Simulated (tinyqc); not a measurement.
## Doping from resistivity

Question. A uniform, uncompensated and fully ionised sample has rho = 1/(q N mu), mu = m1 + (m2 (T/300 K)^(-bt) - m1)/(1 + (N/Nr)^am). Find N, mu and the diffusion coefficient mu Vt.

Parameters, values chosen for the exercise:
```
symbol    value        unit                                 meaning
T           400           K                             temperature
m1         50.5  cm^2/(V s)           mobility limit at high doping
m2         1400  cm^2/(V s)  mobility limit at low doping, at 300 K
Nr      9.38e16       cm^-3    reference doping of the mobility law
am        0.676                        exponent of the mobility law
bt          2.1                          temperature exponent of m2
```

Constants: q = 1.602176634e-19 C, kB = 1.380649e-23 J/K, Vt = kB T/q. Results are converted to the units shown.

resistivity = 0.0037535744 ohm cm

Answer. With am below 1 the product N mu rises steadily with N, so one doping matches; it is found by iterating N = 1/(q rho mu(N)).

N = 2.500e19 cm^-3
mu = 66.51 cm^2/(V s)
diffusion coefficient = 2.293 cm^2/s

Computed by the program tinyqc: `OMP_NUM_THREADS=1 python tinyqc.py 2110091 2110092 out.jsonl`, one thread of a shared Intel Xeon 2.30GHz, about 0.01 s for the whole run.
